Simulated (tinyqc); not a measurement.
Electron-beam lithography: double-Gaussian proximity function, edge placement and dose correction for parallel lines: one step, computed by the program tinyqc. Command: `OMP_NUM_THREADS=1 python tinyqc.py 3111834 3111835 out.jsonl proximity walk`. One thread of a shared host (Intel(R) Xeon(R) Processor @ 2.30GHz), about 0.01 s of CPU time with the checks.

Lines are infinitely long. Absorbed energy is counted so that the middle of a very large area written at dose 1 receives 1; the resist develops where it exceeds 1/2.

Question. Shot noise and writing time. With dose = d_s D0: electrons per pixel N = dose x pixel area/e; relative noise 1/sqrt(N); time per cm^2 of pattern area = dose x density/current; pixel rate = current/(dose x pixel area).

Inputs (values chosen for the exercise, of the order of those for 100 keV electrons in resist on silicon): beam current = 0.21 nA; pixel size = 5 nm; pattern density around the test line = 0.61.

dose = 29.49225 microcoulomb/cm^2

Constants: e = 1.602176634e-19 C.

Give: electrons per pixel; shot noise; writing time per cm^2; pixel rate.

Answer.

electrons per pixel = 46.019

shot noise = 14.741 %

writing time per cm^2 = 23.797 h

pixel rate = 28.482 MHz
